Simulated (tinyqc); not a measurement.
# Changing the total flow F_t

Model: precursor delivery by bubblers, mass-transport growth and the solid composition of a III-V alloy. Computed by tinyqc, a small Python program. Command: `OMP_NUM_THREADS=1 python tinyqc.py 3025746 3025747 out.jsonl movpe_thermo sweep`. One thread of a shared host (Intel(R) Xeon(R) Processor @ 2.30GHz), about 0.01 s of CPU time with the checks.

1 sccm = 44.615 micromol/min; 1 torr = 133.322 Pa. The sources decompose fully at the surface.

Inputs (values chosen for the exercise, modelled on trimethylgallium (source 1) and trimethylindium (source 2) for the vapour pressures):
```
quantity                                                                                                  value        unit
bath temperature T1                                                                                         269           K
bath temperature T2                                                                                         305           K
bubbler pressure p_b                                                                                        400        torr
carrier flow F1                                                                                              34        sccm
carrier flow F2                                                                                             280        sccm
group-V flow F_V                                                                                             36        sccm
reactor pressure p                                                                                           76        torr
growth temperature T                                                                                        940           K
diffusivity at 273 K and 760 torr                                                                          0.35      cm^2/s
flow cross-section A                                                                                         21        cm^2
distance from the leading edge z                                                                             14          cm
lattice constant a                                                                                         5.73    angstrom
interaction L0 of the solid                                                                                12.6      kJ/mol
log10 of p_B,eq over pure BC at 1000 K and 1 torr of group V (exaggerated: liquid indium has about -4.1)   -3.3  log10 torr
enthalpy of that equilibrium H                                                                              348      kJ/mol
```

Alloy: mixing on the group-III sites, with desorption of B.

constants a, b of source 1 (log10 torr, K): 8.086  1703

constants a, b of source 2 (log10 torr, K): 10.54  3014

Constants: k_B = 1.380649e-23 J/K; R = 8.314462618 J/(mol K).

Method:
- log10 p_v = a - b/T_bath; molar flow = F x 44.615 x p_v/(p_b - p_v) for a saturated bubbler.
- p_i = p n_i/(44615 F_t), F_t in slm; p_V = p F_V/(1000 F_t), counted per molecule supplied; V/III = 44.615 F_V/(n1 + n2); vapour fraction of source 2 = n2/(n1 + n2).
- Mean velocity u = (F_t/A)(760/p)(T/273); D = D0 (T/273)^1.75 (760/p); boundary layer delta = sqrt(pi D z/u); flux = D dp/(delta k_B T); growth rate = flux x a^3/4.
- A sticks fully. B desorbs: its surface pressure is p_B* = x gamma_B K/sqrt(p_V), ln gamma_B = L0 (1 - x)^2/(R T), K = 10^(log10 K at 1000 K) exp[-(H/R)(1/T - 1/1000)], p_V in torr. With equal diffusivities x = (p_2 - p_B*)/(p_1 + p_2 - p_B*). Growth rate = rate per torr x p_1/(1 - x).

One run for each value:
```
total flow F_t (slm)  growth rate (micrometre/h)  boundary layer delta (cm)  velocity u (cm/s)
2.0                                       36.032                     4.9511               54.7
3.3                                       28.049                     3.8545               90.2
5.4                                       21.923                     3.0132              147.6
8.9                                       17.072                     2.3471              243.2
15.0                                      13.141                     1.8079              409.9
24.0                                      10.376                     1.4293              655.9
40.0                                       8.013                     1.1071             1093.1
```

Describe and explain the trends.

Over the rows, growth rate (micrometre/h) falls from 36.0 to 8.01 (exponent d ln y / d ln x about -0.50 throughout); boundary layer delta (cm) falls from 4.95 to 1.11 (exponent d ln y / d ln x about -0.50 throughout); velocity u (cm/s) rises from 54.7 to 1090 (exponent d ln y / d ln x about 1.0 throughout). The exponent of growth rate stays at -0.50: dilution as 1/F_t against a thinner boundary layer.

Caution (all rows): so low a V/III ratio is near the limit of smooth growth. Caution (rows 2.00, 3.30, 5.40, 8.90, 15.0, 24.0): the boundary layer is a quarter or more of the root of the cross-section, so it fills much of the channel and depletion along the flow matters.

Extremes, crossings and ranges named in words are read from the listed rows.
